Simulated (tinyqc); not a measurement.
Comparisons within one model: thin-film optics by transfer matrices. A value that a table varies takes the place of the one given here.

Indices N = n + i k. Snell: N0 sin(theta) = N_j sin(theta_j), with Im(N_j cos theta_j) >= 0. Admittance y_j = N_j cos theta_j for s and N_j/cos theta_j for p. Phase delta_j = 2 pi N_j cos theta_j d_j/lambda. Layer matrix [[cos delta, -i sin delta/y], [-i y sin delta, cos delta]], multiplied from the top down to M. (B, C) = M (1, y_sub); r = (y0 B - C)/(y0 B + C), R = |r|^2, T = 4 Re y0 Re y_sub/|y0 B + C|^2, absorbed in the films 1 - R - T.

Ellipsometry: rho = tan(Psi) exp(i Delta) = -conj(r_p/r_s) with the r of the admittance formula, Delta in 0 to 360 degrees, so that a bare dielectric at small angles gives Delta = 180.

Values chosen for the exercise (indices near those of resist, SiO2 on Si; shifted at random, so the results belong to these values and not to a real crystal): lam = 248 nm (vacuum wavelength); n0 = 1 (ambient index); n = (1.754, 1.48, 1.6) (n of resist, SiO2, substrate); k = (0.012, 0, 3.453) (k in the same order); d = (593, 5.3) nm (thicknesses, top first); theta = 30 degrees (angle of incidence); pol = p (polarisation).

## Swing curve: thickness of the top film

The first entry of d takes the values listed.

Stack:
```
d_1 (nm)       R       T  absorbed
593.0     0.3009  0.3067    0.3924
605.3     0.1278  0.3764    0.4958
617.6     0.1071  0.3776    0.5154
629.9     0.2645  0.3058    0.4296
642.2     0.3815  0.2549    0.3636
654.5     0.3875  0.2513    0.3612
666.8     0.2791  0.2934    0.4276
679.0     0.1119  0.3558    0.5322
691.3     0.0913  0.3571    0.5516
703.6     0.2442  0.2923    0.4635
715.9     0.3603  0.2453    0.3944
728.2     0.3668  0.2416    0.3915
740.5     0.2603  0.2801    0.4596
```

What does this show, and why?

R swings between 0.0913 and 0.3875 on these points. The period is lambda/(2 Re(N_1 cos theta_1)) = 73.8 nm, six rows. The film absorbs, so the curve does not repeat exactly: the swing is 0.2804 in the first period and 0.2755 in the second. The swing ratio (max - min)/mean is 1.17.

## Angle of incidence

Both polarisations.

Stack:
```
theta (degrees)     R_s     R_p    Psi   Delta
0                0.1194  0.1194  45.00  180.00
15               0.0678  0.0765  46.71  177.53
30               0.3774  0.3009  41.76  167.87
45               0.5049  0.3125  38.19  189.76
55               0.1153  0.1777  51.15  237.24
60               0.0200  0.2023  72.56   79.50
65               0.3138  0.2433  41.36   76.83
70               0.5868  0.2511  33.19   75.21
75               0.7415  0.2233  28.76   70.05
80               0.8393  0.2020  26.13   54.08
85               0.9197  0.3195  30.51   25.64
```

What does this show, and why?

R_s and R_p agree at normal incidence (0.1194). R_p is lowest at 15 degrees of those listed (0.0765), where R_s = 0.0678: both are low, so this is an interference minimum, not a Brewster effect. R_s does not rise steadily, because the phase thickness of the films changes with the angle. R_p exceeds R_s at 15, 55 and 60 degrees, where Psi is above 45.

## Sensitivity of the reflectance

R for both polarisations. Each row changes one parameter from the base and keeps the others.

Results:
```
case                       R_s     R_p     T_s
base                    0.3774  0.3009  0.2588
d = (598, 5.3) nm       0.2839  0.2296  0.2959
n = (1.789, 1.48, 1.6)  0.1150  0.1187  0.3680
k = (0.012, 0, 3.808)   0.4065  0.3311  0.2283
lam = 253 nm            0.4990  0.4077  0.2098
theta = 35 degrees      0.4904  0.3651  0.2073
```

What can be read from the table?

The largest shifts from the base row, up to three for each result and ties (the steps differ in size, so this ranks the rows, not the parameters). R_s: n -0.2624, lam +0.1216, theta +0.1131. R_p: n -0.1822, lam +0.1068, d -0.0713. T_s: n +0.1092, theta -0.0515, lam -0.0489.

Computed by tinyqc, a small Python program: `OMP_NUM_THREADS=1 python tinyqc.py 1681003 1681004 out.jsonl` (the numbers bound the seed that draws the inputs); one thread of a shared host (Intel(R) Xeon(R) Processor @ 2.30GHz), about 0.01 s for the whole set of steps.
